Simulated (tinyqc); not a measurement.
# Coupling and lever arm from microwave spectroscopy

Question. A charge qubit absorbs at h f = sqrt(ep^2 + 4 tc^2), ep = al (V - V0). Find al, V0 and tc.

Constants: q = 1.602176634e-19 C, h = 6.62607015e-34 J s. Results are converted to the units shown.

gate voltage (mV): -0.05  0.25  0.49
resonance frequency Om/h (GHz): 16.191792  14.534026  23.178215

Solution. (h f)^2 is a parabola in V: its curvature gives al, its vertex V0 and 4 tc^2.

al = 0.2200 eV/V
V0 = 0.1300 mV
tc = 27.00 ueV

tinyqc, about 0.01 s, one thread, Intel Xeon 2.30GHz (shared host): `OMP_NUM_THREADS=1 python tinyqc.py 2470009 2470010 out.jsonl`
